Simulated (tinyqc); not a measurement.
Geometry optimisation on the RHF/sto-3g surface (energies and gradients from PySCF), for H3+, spin multiplicity 1, step by step. One step of it, computed by the program tinyqc.

Task: Step 1: move. Quasi-Newton step p = -H^(-1) g (first H = 0.6 times the unit matrix); steps longer than 0.3 bohr are cut back.

positions at the start (bohr):
```
,x,y,z
1H,-0.073699,0.030236,0.056692
2H,0.081258,0.030236,1.598708
3H,0.075589,1.583590,0.780457
```

gradient (hartree/bohr):
```
,x,y,z
1H,0.00816151,0.02118947,0.07082468
2H,-0.00618196,0.01559390,-0.06916604
3H,-0.00197955,-0.03678337,-0.00165864
```

Give: positions after step 1.

Result:

positions after step 1 (bohr):
```
,x,y,z
1H,-0.087,-0.005,-0.061
2H,0.092,0.004,1.714
3H,0.079,1.645,0.783
```
